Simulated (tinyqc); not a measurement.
Length of a molecular wire: coherent transport through a tight-binding bridge. Computed by the program tinyqc. T = Gamma_L Gamma_R |G_1n|^2 with the self-energies of semi-infinite chains.

A uniform bridge between two chains:
```
parameter                       value
site energy (eV)             2.900000
hopping in the bridge (eV)   1.250000
lead hopping (eV)            1.960000
couplings (eV)              0.99, 0.5
E (eV)                      -0.100000
```

Transmission against length:
```
sites           T      ln T
2      6.9650e-03   -4.9669
3      1.9362e-03   -6.2470
4      5.5204e-04   -7.5019
5      1.5854e-04   -8.7495
6      4.5623e-05   -9.9951
7      1.3137e-05  -11.2401
8      3.7835e-06  -12.4849
10     3.1386e-07  -14.9743
```

Estimate the missing row, sites = 9.

Computed row:
```
sites           T      ln T
9      1.0897e-06  -13.7296
```

E lies outside the band of the bridge (|E - e|/2h = 1.200 > 1), so T decays as exp(-beta n) with beta = 2 arccosh(1.200) = 1.2447 a site; the last two rows give 1.2447.
